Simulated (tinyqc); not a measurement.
From one set of inputs to another, one input at a time: nucleation and growth of vacancy voids in a cooling silicon-like crystal. Computed by tinyqc, a small Python program. Command: `OMP_NUM_THREADS=1 python tinyqc.py 3006738 3006739 out.jsonl voids ladder`. One thread of a shared host (Intel(R) Xeon(R) Processor @ 2.30GHz), about 0.2 s of CPU time with the checks.

Spherical voids; vacancies are lost only to voids.

The inputs printed are set A. Inputs not listed in the table keep their values of set A, so the rows need not describe a real material.

Inputs (values chosen for the exercise, for a model crystal):
```
quantity                                    value    unit
vacancy density at the melting point C_m  5.8e+14  1/cm^3
formation energy E_f                         3.89      eV
melting point T_m                            1685       K
diffusion prefactor D0                    0.00063  cm^2/s
migration energy E_m                         0.41      eV
site density rho                            5e+22  1/cm^3
void surface energy gamma                   0.998   J/m^2
cooling rate q                                 11   K/min
ratio (V/G)/xi_c                             1.94       -
limit of the excess at high V/G           2.5e+14  1/cm^3
temperature of the worked step T             1395       K
temperature step                             0.25       K
```

Vacancy supply: from V/G.

Constants: k_B = 8.617333262e-05 eV/K; k_B = 1.380649e-23 J/K; e = 1.602176634e-19 C.

Method:
- C = C_x (u - 1)/(u + 0.2) with u = (V/G)/xi_c, a form chosen for the exercise.
- C_e = C_m exp[-(E_f/k_B)(1/T - 1/T_m)]; D = D0 exp(-E_m/(k_B T)); f = k_B T ln(C/C_e); r* = 2 gamma/(rho f); W* = 16 pi gamma^3/(3 rho^2 f^2); Z = f/sqrt(12 pi W* k_B T); I = rho Z (4 pi r* D C) exp(-W*/(k_B T)).
- March down from 1500 K in steps dT, dt = dT/q, with values at the upper end of each step: a class of I dt voids is born with r*; then all classes grow by r^2 += 2 D (C - C_e) dt/rho; C falls by the vacancies added to voids. Stop at 1150 K. T_n is the T of the largest I, N the final count (classes under 1e-6 /cm^3 are dropped), and the mean radius the number average.

Each row keeps all changes above it:
```
input moved                                           from       to  void density N (1/cm^3)  rate I (1/(cm^3 s))  W*/(k_B T)
set A                                                    -        -                2.273e+07            1.723e-02       61.15
vacancy density at the melting point C_m (1/cm^3)  5.8e+14  7.2e+14                2.411e+07            1.017e-05       68.53
formation energy E_f (eV)                             3.89     3.84                2.410e+07            6.444e-07       71.26
diffusion prefactor D0 (cm^2/s)                    0.00063    0.001                1.215e+07            1.023e-06       71.26
limit of the excess at high V/G (1/cm^3)           2.5e+14  2.3e+14                1.295e+07            3.060e-08       74.67
ratio (V/G)/xi_c                                      1.94     1.78                1.407e+07            2.140e-10       79.49
void surface energy gamma (J/m^2)                    0.998    0.804                1.352e+07            7.071e+06       41.56
cooling rate q (K/min)                                  11      2.5                1.530e+06            7.071e+06       41.56
```

Which inputs carry the difference?

Void density N goes from 2.27e7 to 1.53e6, a factor 0.0673 in all. The largest single move comes from cooling rate q (a factor 0.113). Rate I goes from 0.0172 to 7.07e6, a factor 4.10e8 in all. The largest single move comes from void surface energy gamma (a factor 3.30e16), and vacancy density at the melting point C_m works against it (a factor 5.90e-4). W*/(k_B T) goes from 61.1 to 41.6, a factor 0.680 in all. The largest single move comes from void surface energy gamma (a factor 0.523), and vacancy density at the melting point C_m works against it (a factor 1.12). The single moves hold for this order of the switches; the total does not depend on the order.

Extremes, crossings and ranges named in words are read from the listed rows.
